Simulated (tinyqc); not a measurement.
Worked calculation (part 2 of 2): G0W0 on RHF in the sto-6g basis, for BeH2, spin multiplicity 1. Computed by tinyqc, a small Python program that keeps every step (integrals from PySCF). Command: `OMP_NUM_THREADS=1 python tinyqc.py 25037 25038 out.jsonl` (the two numbers bound the seeds that draw the settings). One thread of a shared host (Intel(R) Xeon(R) Processor @ 2.60GHz), about 0.1 s of CPU time with the checks.

Geometry (angstrom):
```
atom         x          y         z
Be    0.000000   0.000000  0.000000
H     0.000000   1.547000  0.000000
H     0.000000  -1.539000  0.000000
```

## Screening: direct RPA

orbital energies (hartree): [-4.601449, -0.423100, -0.382215, 0.210239, 0.210239, 0.364863, 0.716411]

Given earlier and not repeated: Two-electron integrals over orbitals (pq|rs).

With D = e_a - e_i and K = (ia|jb): diagonalise D^(1/2) (D + 4K) D^(1/2) = Z w^2 Z^T; X + Y = D^(1/2) Z w^(-1/2), each column of Z with its largest component positive (the first on a tie); E_c = (sum w - tr (D + 2K)) / 2.

D^(1/2) (D + 4K) D^(1/2) (hartree^2), order 1>4, 1>5, 1>6, 1>7, 2>4, 2>5, 2>6, 2>7, 3>4, 3>5, 3>6, 3>7:
```
[[23.460760, 0.000000, 0.000000, 0.000000, 0.102752, 0.000000, 0.000000, 0.000000, 0.001865, 0.000000, 0.000000, 0.000000],
 [0.000000, 23.460760, 0.000000, 0.000000, 0.000000, 0.102752, 0.000000, 0.000000, 0.000000, 0.001865, 0.000000, 0.000000],
 [0.000000, 0.000000, 25.244518, -0.001647, 0.000000, 0.000000, -0.045852, 0.001441, 0.000000, 0.000000, -0.001032, -0.032735],
 [0.000000, 0.000000, -0.001647, 28.680821, 0.000000, 0.000000, 0.000850, 0.081016, 0.000000, 0.000000, 0.001803, 0.002092],
 [0.102752, 0.000000, 0.000000, 0.000000, 0.520084, 0.000000, 0.000000, 0.000000, 0.001527, 0.000000, 0.000000, 0.000000],
 [0.000000, 0.102752, 0.000000, 0.000000, 0.000000, 0.520084, 0.000000, 0.000000, 0.000000, 0.001527, 0.000000, 0.000000],
 [0.000000, 0.000000, -0.045852, 0.000850, 0.000000, 0.000000, 0.883199, -0.010785, 0.000000, 0.000000, 0.002759, 0.293397],
 [0.000000, 0.000000, 0.001441, 0.081016, 0.000000, 0.000000, -0.010785, 1.562955, 0.000000, 0.000000, 0.232353, -0.006000],
 [0.001865, 0.000000, 0.000000, 0.000000, 0.001527, 0.000000, 0.000000, 0.000000, 0.380995, 0.000000, 0.000000, 0.000000],
 [0.000000, 0.001865, 0.000000, 0.000000, 0.000000, 0.001527, 0.000000, 0.000000, 0.000000, 0.380995, 0.000000, 0.000000],
 [0.000000, 0.000000, -0.001032, 0.001803, 0.000000, 0.000000, 0.002759, 0.232353, 0.000000, 0.000000, 0.815440, 0.010244],
 [0.000000, 0.000000, -0.032735, 0.002092, 0.000000, 0.000000, 0.293397, -0.006000, 0.000000, 0.000000, 0.010244, 1.590018]]
```

excitation energies w (hartree): [0.617235, 0.617235, 0.720861, 0.720861, 0.865362, 0.881608, 1.276165, 1.302519, 4.843678, 4.843678, 5.024405, 5.355470]

X + Y, order 1>4, 1>5, 1>6, 1>7, 2>4, 2>5, 2>6, 2>7, 3>4, 3>5, 3>6, 3>7:
```
[[0.000000, -0.000089, 0.000017, -0.011573, 0.000000, 0.000000, 0.000000, 0.000000, 0.000000, 0.996682, 0.000000, 0.000000],
 [-0.000089, 0.000000, -0.011573, -0.000017, 0.000000, 0.000000, 0.000000, 0.000000, 0.996682, 0.000000, 0.000000, 0.000000],
 [0.000000, 0.000000, 0.000000, 0.000000, -0.000077, 0.003105, 0.000229, 0.003840, 0.000000, 0.000000, 0.994199, -0.000461],
 [0.000000, 0.000000, 0.000000, 0.000000, 0.001825, 0.000015, -0.005905, 0.000377, 0.000000, 0.000000, 0.000493, 0.996478],
 [0.000001, -0.011094, -0.001381, 0.937263, 0.000000, 0.000000, 0.000000, 0.000000, 0.000000, 0.001620, 0.000000, 0.000000],
 [-0.011094, -0.000001, 0.937263, 0.001381, 0.000000, 0.000000, 0.000000, 0.000000, 0.001620, 0.000000, 0.000000, 0.000000],
 [0.000000, 0.000000, 0.000000, 0.000000, -0.047928, 0.887967, 0.016884, 0.263554, 0.000000, 0.000000, -0.000752, 0.000012],
 [0.000000, 0.000000, 0.000000, 0.000000, -0.315290, -0.004861, 0.904610, -0.083789, 0.000000, 0.000000, 0.000030, 0.001378],
 [-0.000095, 0.979662, -0.000015, 0.009928, 0.000000, 0.000000, 0.000000, 0.000000, 0.000000, 0.000028, 0.000000, 0.000000],
 [0.979662, 0.000095, 0.009928, 0.000015, 0.000000, 0.000000, 0.000000, 0.000000, 0.000028, 0.000000, 0.000000, 0.000000],
 [0.000000, 0.000000, 0.000000, 0.000000, 0.892159, 0.045359, 0.210186, -0.008843, 0.000000, 0.000000, -0.000016, 0.000033],
 [0.000000, 0.000000, 0.000000, 0.000000, 0.004353, -0.379154, 0.080930, 0.860075, 0.000000, 0.000000, -0.000658, 0.000035]]
```

RPA correlation energy = -0.04548708 hartree

Within a degenerate level the vectors are fixed only up to a rotation; this is one choice.

## G0W0 on Hartree-Fock: HOMO

W(p,q,m) = sqrt2 sum_ia (pq|ia) (X+Y)_ia,m; Sigma_c(x) = sum_(i,m) W^2/(x - e_i + w_m) + sum_(a,m) W^2/(x - e_a - w_m); solve x = e_p + Sigma_c(x) by Newton steps; Z = 1/(1 - dSigma/dx); 1 hartree = 27.211386 eV.

The 12 largest terms at x = e_p (hartree; W for the signs of X + Y given):
```
q   m          W       term
2   5  -0.098064   0.010611
7   8   0.135508  -0.007647
6   7   0.106480  -0.005604
2   7  -0.079504   0.004799
6   5   0.080527  -0.004022
3   6  -0.042463   0.002045
7   6   0.052436  -0.001389
3   8  -0.037537   0.001082
5   1   0.017525  -0.000254
4   2   0.017525  -0.000254
2  12   0.024906   0.000115
7   7   0.010981  -0.000051
```

Newton steps (hartree):
```
step          x  Sigma_c(x)         Z
0     -0.382215   -0.000491  0.972573
1     -0.382692   -0.000477  0.972560
2     -0.382692   -0.000477  0.972560
```

quasiparticle energy of the HOMO = -10.413577 eV

Hartree-Fock value = -10.400589 eV

## G0W0 on Hartree-Fock: LUMO

As before.

The 12 largest terms at x = e_p (hartree; W for the signs of X + Y given):
```
q   m          W       term
4   8   0.109441  -0.009195
6   4   0.061611  -0.004336
2   4   0.062012   0.002840
4   6   0.046628  -0.002466
7   2   0.018464  -0.000303
3   2   0.017525   0.000254
6  10   0.023053  -0.000106
2  10   0.020849   0.000079
1   4   0.019246   0.000067
1  10   0.022620   0.000053
4   7   0.008090  -0.000051
4  11  -0.007804  -0.000012
```

Newton steps (hartree):
```
step         x  Sigma_c(x)         Z
0     0.210239   -0.013179  0.982815
1     0.197287   -0.012954  0.983128
2     0.197285   -0.012954  0.983128
```

quasiparticle energy of the LUMO = 5.368406 eV

Hartree-Fock value = 5.720907 eV
